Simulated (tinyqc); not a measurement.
Inside a calculation. Method: Jacobi rotations on a symmetric matrix. Computed by tinyqc, a small Python program that keeps every step. Settings: method = jacobi. Command: `OMP_NUM_THREADS=1 python tinyqc.py 23880 23881 out.jsonl` (the two numbers bound the seeds that draw the settings). One thread of a shared host (Intel(R) Xeon(R) Processor @ 2.60GHz), about 0.01 s of CPU time with the checks.

## Jacobi rotation 1

A, lower triangle:
```
          1         2         3        4        5
1   0.19300
2   0.12400   0.39700
3   0.44700  -0.29200   0.66900
4  -0.09800   0.45900  -0.71900  1.00100
5   1.45900  -0.11200  -0.54700  0.68700  1.10700
```

Take the largest off-diagonal element A_pq; tan 2 theta = 2 A_pq / (A_qq - A_pp) with |theta| <= pi/4; A' = J^T A J with J_pp = J_qq = cos, J_pq = sin, J_qp = -sin.

p, q, theta (rad): 1.00000  5.00000  0.63362

A', lower triangle:
```
          1         2         3        4        5
1  -0.87890
2   0.16624   0.39700
3   0.68409  -0.29200   0.66900
4  -0.48573   0.45900  -0.71900  1.00100
5   0.00000  -0.01684  -0.17617  0.49562  2.17890
```

## Jacobi rotation 2

As before.

p, q, theta (rad): 3.00000  4.00000  -0.67195

A', lower triangle:
```
          1         2        3        4        5
1  -0.87890
2   0.16624   0.39700
3   0.23301   0.05721  0.09709
4  -0.80599   0.54099  0.00000  1.57291
5   0.00000  -0.01684  0.17066  0.49754  2.17890
```

## Jacobi rotation 3

As before.

p, q, theta (rad): 1.00000  4.00000  -0.29080

A', lower triangle:
```
          1         2         3        4        5
1  -1.12012
2   0.31438   0.39700
3   0.22322   0.05721   0.09709
4   0.00000   0.47061  -0.06681  1.81414
5   0.14266  -0.01684   0.17066  0.47665  2.17890
```

## All rotations

The off-diagonal norm falls at every rotation.

Rotations:

| step | p | q | theta | off-diagonal norm |
|---|---|---|---|---|
| 1 | 1 | 5 | 0.63362 | 1.91e+00 |
| 2 | 3 | 4 | -0.67195 | 1.62e+00 |
| 3 | 1 | 4 | -0.29080 | 1.14e+00 |
| 4 | 4 | 5 | 0.60268 | 9.25e-01 |
| 5 | 2 | 4 | 0.31511 | 7.35e-01 |
| 6 | 1 | 2 | 0.21842 | 5.74e-01 |
| 7 | 2 | 5 | 0.11782 | 4.41e-01 |
| 8 | 1 | 3 | 0.14756 | 3.43e-01 |
| 9 | 2 | 3 | -0.48266 | 2.88e-01 |
| 10 | 3 | 5 | 0.04529 | 2.40e-01 |
| 11 | 3 | 4 | -0.06958 | 1.83e-01 |
| ... | ... | ... | ... | ... |
| 22 | 2 | 5 | -0.00018 | 3.75e-04 |
| 23 | 2 | 4 | -0.00018 | 2.04e-04 |
| 24 | 3 | 4 | 0.00008 | 1.12e-04 |
| 25 | 1 | 2 | 4.65e-05 | 3.86e-05 |
| 26 | 1 | 5 | -7.12e-06 | 6.94e-06 |
| 27 | 1 | 4 | -1.59e-06 | 2.70e-06 |
| 28 | 1 | 3 | 1.33e-06 | 1.26e-06 |
| 29 | 2 | 3 | -2.53e-06 | 4.44e-07 |
| 30 | 3 | 5 | -1.24e-07 | 5.78e-08 |
| 31 | 4 | 5 | 4.40e-08 | 1.77e-09 |
| 32 | 2 | 5 | -5.72e-10 | 2.07e-10 |

eigenvalues: -1.22264  0.04440  0.37341  1.62132  2.55051
